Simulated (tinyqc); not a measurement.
Single-oscillator infrared dielectric function of a polar cubic crystal: one step, computed by the program tinyqc.

One ion pair, charges +Z* and -Z*, in a cell of volume Omega = a^3/4. Frequencies omega are given as wavenumbers (1/cm); eps_s is the static dielectric constant.

Task: Surface and particle modes. Without damping, eps(omega) = -x eps_m gives omega^2 = omega_TO^2 (eps_s + x eps_m)/(eps_inf + x eps_m): x = 1 for a flat surface at large wave vector, x = 2 for the dipole mode of a small sphere. The reflectivity R for light from vacuum (not from the medium eps_m) vanishes where eps = 1, omega^2 = omega_TO^2 (eps_s - 1)/(eps_inf - 1).

Inputs (values chosen for the exercise, modelled on sodium chloride): omega_TO = 166 1/cm; eps_inf = 2.3; eps_m of the surrounding medium = 3.9.

Structure: rock salt. Free carriers: absent.

eps_s = 5.881124

Give: surface mode; sphere mode; zero of R.

Result:

surface mode = 208.5 1/cm

sphere mode = 193.2 1/cm

zero of R = 321.7 1/cm
